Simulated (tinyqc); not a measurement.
# Inputs raised by 10 %, one at a time

Model: dopants and charged point defects at anneal temperature: Fermi-level effect, clustering and pairing. Computed by tinyqc, a small Python program. Command: `OMP_NUM_THREADS=1 python tinyqc.py 3022680 3022681 out.jsonl pairing sens`. One thread of a shared host (Intel(R) Xeon(R) Processor @ 2.30GHz), about 0.02 s of CPU time with the checks.

Boltzmann statistics and full ionisation of active dopants. Energies are counted from the valence band; the defect (a vacancy or self-interstitial) has five charge states, with all degeneracy factors one.

Inputs (values chosen for the exercise, with bands modelled on InP):

| quantity | value | unit |
|---|---|---|
| gap at 0 K E_g0 | 1.45 | eV |
| Varshni alpha | 0.000373 | eV/K |
| Varshni beta | 168 | K |
| electron mass m_e | 0.0805 | m_0 |
| valleys M_c | 1 | - |
| hole mass m_h | 0.608 | m_0 |
| anneal temperature T | 1080 | K |
| total dopant density N | 7.5e+20 | cm^-3 |
| formation enthalpy of the neutral defect H_f | 3.59 | eV |
| formation entropy S_f | 8.6 | k_B |
| site density N_s | 2.3e+22 | cm^-3 |
| intrinsic dopant diffusivity D_i | 3e-13 | cm^2/s |
| anneal time t | 40 | s |
| pair binding energy E_b | 0.69 | eV |
| pair configurations Z | 6 | - |
| storage temperature T_2 | 330 | K |
| impurity diffusion prefactor D_0 | 0.0002 | cm^2/s |
| impurity migration energy E_m | 0.57 | eV |
| dielectric constant eps | 12.5 | - |
| active dopant density in the stored part N_2 | 1.1e+15 | cm^-3 |

Dopant: donor. Second part: pairing with a mobile impurity.

defect levels as fractions of E_g(T): (2+/+), (+/0), (0/-), (-/2-): 0.051  0.28  0.53  0.73

Constants: m_0 = 9.1093837015e-31 kg; k_B = 1.380649e-23 J/K; h = 6.62607015e-34 J s; k_B = 8.617333262e-05 eV/K; e^2/(4 pi eps_0) = 14.39964548 eV angstrom.

Method:
- E_g = E_g0 - alpha T^2/(T + beta).
- N_c = 2 M_c (2 pi m_e k_B T/h^2)^(3/2) and N_v = 2 (2 pi m_h k_B T/h^2)^(3/2), masses in units of m_0.
- n_i = sqrt(N_c N_v) exp(-E_g/2 k_B T); E_i = E_g/2 + (k_B T/2) ln(N_v/N_c).
- No clustering: A = N.
- n = A/2 + sqrt(A^2/4 + n_i^2) for an active density A.
- chi = n/n_i (for acceptors n_i/p); E_F = E_i + k_B T ln chi; field enhancement h = 1 + A/sqrt(A^2 + 4 n_i^2).
- C_0 = N_s exp(S_f/k_B) exp(-H_f/k_B T). Ratios to the neutral state at E_F = E_i: r_+ = exp((E(+/0) - E_i)/k_B T), r_2+ = r_+ exp((E(2+/+) - E_i)/k_B T), r_- = exp((E_i - E(0/-))/k_B T), r_2- = r_- exp((E_i - E(-/2-))/k_B T); at other E_F state q scales as chi^(-q). The enhancement is sum r_q chi^(-q)/sum r_q. The charge on the defects is left out of neutrality.
- If every charge state of the defect carries the dopant equally well, D = D_i x enhancement x h x (active share A/N, a rough stand-in that overstates the dA/dN which immobile clusters call for), D_i being an input held fixed when T or H_f is moved; diffusion length 2 sqrt(D t).
- An oppositely charged mobile impurity (density M) pairs with the dopant: pairs/free = Z (N_2/N_s) exp(E_b/k_B T_2) for M << N_2; capture radius R = e^2/(4 pi eps eps_0 k_B T_2); D_m = D_0 exp(-E_m/k_B T_2); association rate 4 pi R D_m N_2; dissociation rate = association rate/(pairs/free); tau = 1/(sum of both).
- Trapping slows long-range motion to D_m/(1 + pairs/free).

Runs:

| input moved | from | to | active density A (cm^-3) | D/D_i | all defects, doped (cm^-3) | paired share |
|---|---|---|---|---|---|---|
| base run | - | - | 7.50e+20 | 9.0326e+07 | 5.1539e+17 | 0.99990 |
| total dopant density N (cm^-3) | 7.5e+20 | 8.25e+20 | 8.25e+20 | 1.0929e+08 | 6.2361e+17 | 0.99990 |
| pair binding energy E_b (eV) | 0.69 | 0.759 | 7.50e+20 | 9.0326e+07 | 5.1539e+17 | 0.99999 |
| formation enthalpy of the neutral defect H_f (eV) | 3.59 | 3.949 | 7.50e+20 | 9.0326e+07 | 1.0886e+16 | 0.99990 |
| intrinsic dopant diffusivity D_i (cm^2/s) | 3e-13 | 3.3e-13 | 7.50e+20 | 9.0326e+07 | 5.1539e+17 | 0.99990 |
| anneal time t (s) | 40 | 44 | 7.50e+20 | 9.0326e+07 | 5.1539e+17 | 0.99990 |
| active dopant density in the stored part N_2 (cm^-3) | 1.1e+15 | 1.21e+15 | 7.50e+20 | 9.0326e+07 | 5.1539e+17 | 0.99991 |
| storage temperature T_2 (K) | 330 | 363 | 7.50e+20 | 9.0326e+07 | 5.1539e+17 | 0.99908 |

Exponents ln(y'/y) / ln(x'/x):

| input | active density A | D/D_i | all defects, doped | paired share |
|---|---|---|---|---|
| total dopant density N | 1 | 2 | 2.000 | 0.000 |
| pair binding energy E_b | 0 | 0 | 0.000 | 0.001 |
| formation enthalpy of the neutral defect H_f | 0 | 0 | -40.472 | 0.000 |
| intrinsic dopant diffusivity D_i | 0 | 0 | 0.000 | 0.000 |
| anneal time t | 0 | 0 | 0.000 | 0.000 |
| active dopant density in the stored part N_2 | 0 | 0 | 0.000 | 0.000 |
| storage temperature T_2 | 0 | 0 | 0.000 | -0.009 |

To which inputs is each result most sensitive?

Among the inputs moved here: active density A answers most in size to total dopant density N (exponent +1.000); its exponent is below 0.0005 for pair binding energy E_b, formation enthalpy of the neutral defect H_f, intrinsic dopant diffusivity D_i, anneal time t, active dopant density in the stored part N_2, storage temperature T_2. Its exponent +1.000 in total dopant density N: no clustering. D/D_i answers most in size to total dopant density N (exponent +2.000); its exponent is below 0.0005 for pair binding energy E_b, formation enthalpy of the neutral defect H_f, intrinsic dopant diffusivity D_i, anneal time t, active dopant density in the stored part N_2, storage temperature T_2. all defects, doped answers most in size to formation enthalpy of the neutral defect H_f (exponent -40.472), next to total dopant density N (+2.000); its exponent is below 0.0005 for pair binding energy E_b, intrinsic dopant diffusivity D_i, anneal time t, active dopant density in the stored part N_2, storage temperature T_2. Paired share answers most in size to storage temperature T_2 (exponent -0.009); its exponent is below 0.0005 for total dopant density N, formation enthalpy of the neutral defect H_f, intrinsic dopant diffusivity D_i, anneal time t, active dopant density in the stored part N_2.

Caution (all rows): the carrier density exceeds the effective density of states, where Boltzmann statistics understate the shift of E_F and so the density of charged defects (gap narrowing, also left out, works the other way). Caution (all rows): so large an enhancement assumes that highly charged defects carry the dopant as well as neutral ones; measured enhancements are far smaller.
